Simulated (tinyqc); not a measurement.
# Permittivity and interface capacitance from two thicknesses

Question. 1/C = t/(eps0 ek) + 2/ci for planar capacitors that differ only in thickness. Find ek, ci and the EOT of the interfaces, 2 x 3.9 eps0/ci.

Constants: eps0 = 8.8541878128e-14 F/cm where lengths are in cm. Results are converted to the units shown.

C at t = 4.2 and 13 nm (uF/cm^2): [1.8671379, 0.60475788]

Solution. 1/C is a straight line in t: the slope gives ek and the intercept 2/ci. A single thickness would give only the effective permittivity; when the interfaces are a small part of 1/C, ci needs very accurate data.

ek = 8.890
ci = 1000 uF/cm^2
EOT of the interfaces = 0.006906 nm

Program tinyqc, `OMP_NUM_THREADS=1 python tinyqc.py 2102029 2102030 out.jsonl`; Intel Xeon 2.30GHz, shared host, one thread, about 0.01 s.
